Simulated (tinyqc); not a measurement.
Implant damage, amorphisation by cascade overlap, and solid-phase epitaxial regrowth: one step, computed by the program tinyqc.

Range and width of the damage are inputs. Dynamic annealing enters only through the surviving share f.

Problem. Overlap model. Gibbons model: a point turns amorphous after n + 1 hits; with y = A_i Q the amorphous share is 1 - exp(-y) sum_(k=0..n) y^k/k!. Doses are set by y.

Inputs (values chosen for the exercise, modelled on silicon ions in silicon): overlaps needed n = 2; area amorphised by one track A_i = 0.59 nm^2.

Give: the table «Amorphous share» with the columns Q (1/cm^2), direct impact (n = 0), given n, for y = 0.1, 0.3, 0.6, 1.0, 2.0, 3.0, 5.0, 8.0.

Solution.

Amorphous share:
```
y,Q (1/cm^2),direct impact (n = 0),given n
0.1,1.695e+13,0.0952,1.547e-04
0.3,5.085e+13,0.2592,3.599e-03
0.6,1.017e+14,0.4512,2.312e-02
1.0,1.695e+14,0.6321,8.030e-02
2.0,3.390e+14,0.8647,3.233e-01
3.0,5.085e+14,0.9502,5.768e-01
5.0,8.475e+14,0.9933,8.753e-01
8.0,1.356e+15,0.9997,9.862e-01
```

At small y the share grows as y^3; between the first rows the exponent is 2.86.
